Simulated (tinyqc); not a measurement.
From results to parameters: Luttinger model of the valence bands. Computed by the program tinyqc.

Problem. In the four-band Luttinger model 1/m = g1 -/+ 2 g2 along [100] and g1 -/+ 2 g3 along [111]. Find g1, g2, g3 and the light hole mass along [111].

heavy and light hole masses along [100] (electron masses): 0.128205  0.056818
heavy hole mass along [111] = 0.183824 electron masses

Solution. The mean of the two inverse masses along [100] is g1 and a quarter of their difference is g2; g3 = (g1 - 1/m_hh[111])/2.

g1, g2, g3: 12.700  2.450  3.630
light hole mass along [111] = 0.050 electron masses
